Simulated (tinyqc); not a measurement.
Thermal, flicker and telegraph noise of a field-effect transistor. Changing the length L. Computed by tinyqc, a small Python program. Command: `OMP_NUM_THREADS=1 python tinyqc.py 3031055 3031056 out.jsonl noise sweep`. One thread of a shared host (Intel(R) Xeon(R) Processor @ 2.30GHz), about 0.01 s of CPU time with the checks.

Strong inversion, threshold roll-off and channel-length modulation left out; noise sources are uncorrelated and are given as one-sided spectral densities.

Inputs (values chosen for the exercise, modelled on a silicon n-channel):
```
quantity                        value         unit
width W                           8.1   micrometre
electrical oxide thickness t        6           nm
mobility mu                       330   cm^2/(V s)
saturation velocity v_s          0.94     1e7 cm/s
overdrive V_ov                   0.51            V
thermal noise factor gamma       0.87            -
oxide trap density N_t        4.8e+16  1/(eV cm^3)
oxide barrier phi                 1.6           eV
oxide mass m_ox                  0.37          m_0
frequency f                       100           Hz
temperature T                     200            K
```

Operating region: saturation. Flicker model: number fluctuation.

Constants: eps_0 = 8.8541878128e-12 F/m; hbar = 1.054571817e-34 J s; m_0 = 9.1093837015e-31 kg; e = 1.602176634e-19 C; k_B = 8.617333262e-05 eV/K; k_B = 1.380649e-23 J/K.

Method:
- C_ox = 3.9 eps_0/t; V_c = 2 v_s L/mu; I = W C_ox v_s V_ov^2/(V_ov + V_c); g_m = W C_ox v_s V_ov (V_ov + 2 V_c)/(V_ov + V_c)^2; g_d0 = mu C_ox (W/L) V_ov.
- Tunnelling length lambda = hbar/(2 sqrt(2 m_ox phi)); flat-band noise S_Vfb = e^2 k_B T lambda N_t/(W L C_ox^2 f). S_I = g_m^2 S_Vfb.
- Thermal: S_I = 4 k_B T gamma g_d0; input-referred S_V = S_I/g_m^2; corner f_c where flicker equals thermal.
- Total input noise from 1 Hz to f_c: sqrt(S_V,thermal [f_c ln(f_c/1 Hz) + f_c - 1 Hz]).
- Active traps per decade of time constant: N_dec = N_t k_B T W L lambda ln(10); a single trap at the interface shifts the threshold by e/(W L C_ox) and the current by g_m times that; tunnelling depth for frequency f, z = lambda ln(1/(2 pi f tau_0)), tau_0 = 1e-10 s.

One run for each value; columns: (1) length L (nm); (2) corner frequency f_c (Hz); (3) input-referred thermal noise (nV/sqrt(Hz)); (4) g_m (microsiemens); (5) traps per decade; (6) threshold step of one trap (mV):
```
(1)         (2)    (3)   (4)        (5)        (6)
15    2.453e+07  5.224  4292  2.936e-02  2.291e-01
31    2.230e+07  3.811  4092  6.067e-02  1.109e-01
64    1.746e+07  2.998  3620  1.253e-01  5.370e-02
130   1.078e+07  2.677  2845  2.544e-01  2.644e-02
270   4.861e+06  2.766  1911  5.284e-01  1.273e-02
570   1.637e+06  3.280  1109  1.116e+00  6.030e-03
1200  4.593e+05  4.268   587  2.349e+00  2.864e-03
2400  1.275e+05  5.727   309  4.697e+00  1.432e-03
5000  3.109e+04  8.036   153  9.786e+00  6.874e-04
```

What does the table show, and why?

Over the rows, corner frequency f_c (Hz) falls from 2.45e7 to 31100 (exponent d ln y / d ln x -0.13 between the first rows and -1.9 between the last); input-referred thermal noise (nV/sqrt(Hz)) goes from 5.22 through a minimum among these rows, 2.68 at 130, to 8.04; g_m (microsiemens) falls from 4290 to 153 (exponent d ln y / d ln x -0.066 between the first rows and -0.96 between the last). At the high end the exponent of corner frequency f_c is -1.92, close to -2: without velocity saturation the corner scales with L like f_T.

Caution (rows 15.0, 31.0, 64.0, 130, 270): fewer than one trap per decade of time constant is active, so one device shows telegraph steps and the 1/f law is only a mean over many devices.

Extremes, crossings and ranges named in words are read from the listed rows.
